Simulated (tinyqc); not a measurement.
Temperatures in a stack of 3 dies with leakage feedback: one step of the calculation.

One-dimensional heat flow to a sink below die 0. The power of each die is released in a plane at its top; from the plane of die j > 0 heat crosses its silicon (ts), a bond layer and the wiring of die j - 1; from die 0 it crosses t0, paste and sink. Copper shares the path through bond and wiring in parallel: k_eff = fm km + (1 - fm) k. Silicon is taken at the temperature of the plane above it. Leakage is P_l exp((T - 350 K)/Tl).

Problem. Resistances per area at 300 K. R = thickness/conductivity for each layer.

Inputs (values chosen for the exercise); conductivities of the order met in silicon, wiring layers, bonds and pastes:
```
symbol  value      unit                                       meaning
k0        136   W/(m K)              conductivity of silicon at 300 K
ts        100        um                    thickness of a thinned die
t0        775        um         thickness of the die next to the sink
tb         13        um                thickness of the wiring layers
kb        1.8   W/(m K)             conductivity of the wiring layers
tg         30        um                     thickness of a bond layer
kg        1.2   W/(m K)           conductivity of the bond dielectric
fm        0.1            area share of copper through bond and wiring
km        390   W/(m K)                        conductivity of copper
Rt       0.06  K cm^2/W                                 paste and lid
Rs       0.94  K cm^2/W                                     heat sink
```

Give: thick die; thinned die; k_eff of the bond; k_eff of the wiring; bond plus wiring; paste plus sink.

Solution.

thick die = 0.05699 K cm^2/W
thinned die = 0.007353 K cm^2/W
k_eff of the bond = 40.08 W/(m K)
k_eff of the wiring = 40.62 W/(m K)
bond plus wiring = 0.01069 K cm^2/W
paste plus sink = 1.000 K cm^2/W

tinyqc, about 0.03 s, one thread, Intel Xeon 2.30GHz (shared host): `OMP_NUM_THREADS=1 python tinyqc.py 2162153 2162154 out.jsonl`
